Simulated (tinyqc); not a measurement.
Inside a calculation. Model: single-photon avalanche diode, trigger probability and counting.

Numbers from tinyqc (`OMP_NUM_THREADS=1 python tinyqc.py 2630030 2630031 out.jsonl`; about 0.01 s on one thread of a shared Intel Xeon 2.30GHz). Printed values are rounded.

A multiplication layer of width W with the uniform field V/W; alpha = an exp(-bn/E) for electrons, beta = ap exp(-bp/E) for holes (local model, no dead space). a = alpha W, b = beta W. Electrons enter at x = 0, holes at x = W. P0 is the probability that an electron entering at 0 starts a lasting avalanche, PW the same for a hole entering at W.

Parameters, values chosen for the exercise; ionisation coefficients close to those of indium phosphide:
```
symbol,value,unit,meaning
an,1.09e7,1/cm,electron prefactor
bn,3.14,MV/cm,electron field
ap,4.7e6,1/cm,hole prefactor
bp,2.54,MV/cm,hole field
W,0.5,um,width of the multiplication layer
Vx,4.5,V,excess bias
eta,0.23,,probability that a photon makes a pair that enters the layer
Gd,490,1/s,thermal generation rate in the layer
td,50,ns,dead time
Cd,86,fF,diode capacitance
Rq,500,kohm,quench resistance
pa,5.4e-8,,trapping probability per avalanche carrier
tt,35,ns,trap release time
nph,7.8e6,1/s,photon rate
```

Constants: q = 1.602176634e-19 C. Results are converted to the units shown.

## Ionisation integrals at and above breakdown

breakdown voltage VB = 24.12124 V

Breakdown: ln(a/b) = a - b with a not equal to b. VB is given; V = VB + Vx.

E at VB = 0.4824248 MV/cm
a at VB = 0.8122069
b at VB = 1.214724
E at V = 0.5724248 MV/cm
a = 2.259965
b = 2.779641

At VB, ln(a/b) = -0.4025 equals a - b.

## Iteration 1: trigger probability by substitution

P0 at the start = 0.5

PW = P0 exp(b - a)/(1 - P0 + P0 exp(b - a)); P0(new) = 1 - (1 - PW)^(a/b).

PW = 0.6270719
P0 after iteration 1 = 0.5515509

## Iteration 2: trigger probability by substitution

As before.

PW = 0.6740619
P0 after iteration 2 = 0.5980627

## Course of the iteration: trigger probability by substitution

Stop when P0 changes by less than 1e-9, or after 400 iterations. The rule counts as met only at a root strictly between 0 and 1.

Course of the iteration:
```
iteration         P0  |change|
1          0.5515509    0.0516
2          0.5980627    0.0465
3          0.6390460    0.0410
4          0.6745083    0.0355
5          0.7047911    0.0303
6          0.7304180    0.0256
7          0.7519815    0.0216
8          0.7700682    0.0181
9          0.7852189    0.0152
...              ...       ...
109        0.8672809   3.03e-9
110        0.8672809   2.60e-9
111        0.8672809   2.24e-9
112        0.8672809   1.92e-9
113        0.8672809   1.65e-9
114        0.8672809   1.42e-9
115        0.8672809   1.22e-9
116        0.8672809   1.05e-9
117        0.8672809  9.00e-10
```

Converged in 117 iterations. At the end each change is about 0.86 times the one before: linear convergence.

## Detection, dark counts, afterpulses and dead-time loss

P0 = 0.8672809
Pm = 0.8936067

Pm is the mean trigger probability of pairs made evenly in the layer. PDP = eta P0; dark counts Gd Pm; avalanche charge Cd Vx/q; afterpulse probability pa (Cd Vx/q) exp(-td/tt) Pm; true rate n = nph PDP + dark counts; measured n/(1 + n td) (non-paralysable) or n exp(-n td) (paralysable); recharge time Rq Cd.

PDP = 0.1994746
dark counts = 437.8673 1/s
avalanche charge = 2.415464e6 electrons
afterpulse probability = 2.793316 %
true rate = 1.556340e6 1/s
measured, non-paralysable = 1.443974e6 1/s
measured, paralysable = 1.439822e6 1/s
recharge time = 43 ns

Dead time hides 7.2 % of the events in the first model and 7.5 % in the second.
